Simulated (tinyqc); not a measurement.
LDA (PW92) atom on a uniform radial grid, spin-unpolarised, for B+, step by step. Computed by tinyqc, a small Python program that keeps every step. Settings: Z = 5, points = 256, R = 10.7, functional = lda,pw, mixing = 0.2, iteration cap = 62. Command: `OMP_NUM_THREADS=1 python tinyqc.py 29418 29419 out.jsonl` (the two numbers bound the seeds that draw the settings). One thread of a shared host (Intel(R) Xeon(R) Processor @ 2.60GHz), about 1 s of CPU time with the checks. Later iterations appear only in the table of the cycle.

## Iteration 1

Spherical atom on a uniform radial grid r_j = j h with h = R/(N + 1), h sum u^2 = 1 and integrals as h times sums, u(0) = u(R) = 0 (atomic units):
```
parameter            value
Z                        5
points N               256
R                10.700000
h                 0.041634
mixing            0.200000
electrons in 1s          2
electrons in 2s          2
```

Three-point differences turn -u''/2 + [l(l+1)/2r^2 - Z/r + V] u = e u into a tridiagonal matrix (diagonal 1/h^2 + potential, off-diagonal -1/2h^2). D = sum f u^2; the Hartree potential y/r solves y'' = -D/r with y(0) = 0, y(R) = N_e; v_xc comes from rho = D/(4 pi r^2); E = sum f e - int D V + int D (V_H/2 + eps_xc); V(new) = V + mixing (V_H + v_xc - V).

eigenvalues (hartree): 1s -12.367434, 2s -3.116582

Every 16th grid point:
```
r              V in     u(1s)      u(2s)         D       V_H       v_xc
0.666148   0.000000  0.539730  -0.657509  1.447255  4.815185  -0.696276
1.332296   0.000000  0.039531  -0.878889  1.548018  2.897726  -0.462430
1.998444   0.000000  0.002171  -0.429169  0.368381  1.994217  -0.233204
2.664591   0.000000  0.000106  -0.153841  0.047334  1.500729  -0.106177
3.330739   0.000000  4.85e-06  -0.047217  0.004459  1.200911  -0.045813
3.996887   0.000000  2.13e-07  -0.013193  0.000348  1.000778  -0.018878
4.663035   0.000000  9.11e-09  -0.003461  0.000024  0.857810  -0.007461
5.329183   0.000000  3.81e-10  -0.000867  1.51e-06  0.750584  -0.002846
5.995331   0.000000  1.57e-11  -0.000210  8.83e-08  0.667186  -0.001056
6.661479   0.000000         0  -0.000050  4.91e-09  0.600467  -0.000383
7.327626   0.000000         0  -0.000011  2.62e-10  0.545879  -0.000137
7.993774   0.000000         0  -2.60e-06  1.35e-11  0.500389  -0.000049
8.659922   0.000000         0  -5.80e-07         0  0.461898   0.000000
9.326070   0.000000         0  -1.28e-07         0  0.428905   0.000000
9.992218   0.000000         0  -2.69e-08         0  0.400312   0.000000
10.658366  0.000000         0  -1.06e-09         0  0.375292   0.000000
```

total energy = -22.89571023 hartree

## Iteration 2

As before.

eigenvalues (hartree): 1s -11.092894, 2s -2.531575

Every 16th grid point:
```
r              V in     u(1s)      u(2s)         D       V_H       v_xc
0.666148   0.823782  0.562786  -0.582857  1.312899  4.719836  -0.675412
1.332296   0.487059  0.046379  -0.887203  1.578560  2.867605  -0.465223
1.998444   0.352203  0.002920  -0.489533  0.479302  1.989683  -0.252496
2.664591   0.278910  0.000165  -0.199585  0.079668  1.500254  -0.124023
3.330739   0.231020  0.000009  -0.070047  0.009813  1.200870  -0.058065
3.996887   0.196380  4.50e-07  -0.022478  0.001010  1.000775  -0.026163
4.663035   0.170070  2.25e-08  -0.006796  0.000092  0.857810  -0.011383
5.329183   0.149548  1.10e-09  -0.001969  0.000008  0.750584  -0.004801
5.995331   0.133226  5.34e-11  -0.000553  6.11e-07  0.667186  -0.001974
6.661479   0.120017         0  -0.000151  4.58e-08  0.600467  -0.000796
7.327626   0.109148         0  -0.000041  3.30e-09  0.545879  -0.000316
7.993774   0.100068         0  -0.000011  2.30e-10  0.500389  -0.000124
8.659922   0.092380         0  -2.79e-06  1.56e-11  0.461898  -0.000048
9.326070   0.085781         0  -7.16e-07         0  0.428905   0.000000
9.992218   0.080062         0  -1.73e-07         0  0.400312   0.000000
10.658366  0.075058         0  -7.31e-09         0  0.375292   0.000000
```

total energy = -23.21128622 hartree

## Iteration 3

As before.

eigenvalues (hartree): 1s -10.113243, 2s -2.092705

Every 16th grid point:
```
r              V in     u(1s)      u(2s)         D       V_H       v_xc
0.666148   1.467910  0.581140  -0.521906  1.220219  4.637830  -0.660161
1.332296   0.870124  0.052563  -0.883915  1.568139  2.837548  -0.464274
1.998444   0.629200  0.003690  -0.538289  0.579538  1.984111  -0.267426
2.664591   0.498374  0.000234  -0.243593  0.118675  1.499521  -0.139697
3.330739   0.413377  0.000014  -0.095326  0.018174  1.200790  -0.069831
3.996887   0.352026  8.15e-07  -0.034235  0.002344  1.000767  -0.033791
4.663035   0.305341  4.62e-08  -0.011620  0.000270  0.857809  -0.015875
5.329183   0.268795  2.58e-09  -0.003789  0.000029  0.750584  -0.007263
5.995331   0.239623  1.42e-10  -0.001199  2.88e-06  0.667186  -0.003247
6.661479   0.215948         0  -0.000371  2.75e-07  0.600467  -0.001425
7.327626   0.196431         0  -0.000113  2.54e-08  0.545879  -0.000617
7.993774   0.180108         0  -0.000034  2.27e-09  0.500389  -0.000264
8.659922   0.166274         0  -0.000010  1.97e-10  0.461898  -0.000112
9.326070   0.154406         0  -2.89e-06  1.66e-11  0.428905  -0.000047
9.992218   0.144112         0  -7.80e-07         0  0.400312   0.000000
10.658366  0.135105         0  -3.48e-08         0  0.375292   0.000000
```

total energy = -23.41831964 hartree

## Convergence

Stop when input and output potentials agree to 1e-7.

Course of the cycle (hartree):
```
iteration             E       e(1s)      e(2s)  largest |V(out) - V(in)|
1          -22.89571023  -12.367434  -3.116582                  8.35e+00
2          -23.21128622  -11.092894  -2.531575                  6.40e+00
3          -23.41831964  -10.113243  -2.092705                  4.89e+00
4          -23.55209315   -9.361368  -1.762400                  3.73e+00
5          -23.63730332   -8.785182  -1.512989                  2.83e+00
6          -23.69086098   -8.344300  -1.324059                  2.15e+00
7          -23.72411225   -8.007448  -1.180516                  1.63e+00
8          -23.74452660   -7.750440  -1.071159                  1.23e+00
9          -23.75693514   -7.554606  -0.987645                  9.32e-01
10         -23.76441164   -7.405562  -0.923733                  7.04e-01
11         -23.76888265   -7.292247  -0.874732                  5.31e-01
...                 ...         ...        ...                       ...
52         -23.77533706   -6.936915  -0.710351                  8.27e-06
53         -23.77533706   -6.936914  -0.710350                  6.48e-06
54         -23.77533706   -6.936914  -0.710349                  5.07e-06
55         -23.77533706   -6.936913  -0.710348                  3.98e-06
56         -23.77533706   -6.936913  -0.710348                  3.12e-06
57         -23.77533706   -6.936913  -0.710347                  2.45e-06
58         -23.77533706   -6.936913  -0.710347                  1.92e-06
59         -23.77533706   -6.936913  -0.710346                  1.51e-06
60         -23.77533706   -6.936913  -0.710346                  1.18e-06
61         -23.77533706   -6.936913  -0.710346                  9.29e-07
62         -23.77533706   -6.936912  -0.710346                  7.30e-07
```

Not converged within 62 iterations: the residual falls steadily but slowly, by a factor of about 0.78 a step. Reruns (cap 100 unless said): mixing 0.3: converged in 45; mixing 0.6: converged in 19; the original settings with a cap of 400: converged in 71. Even converged, this uniform grid resolves the cusp poorly and misses the energy of the atom.
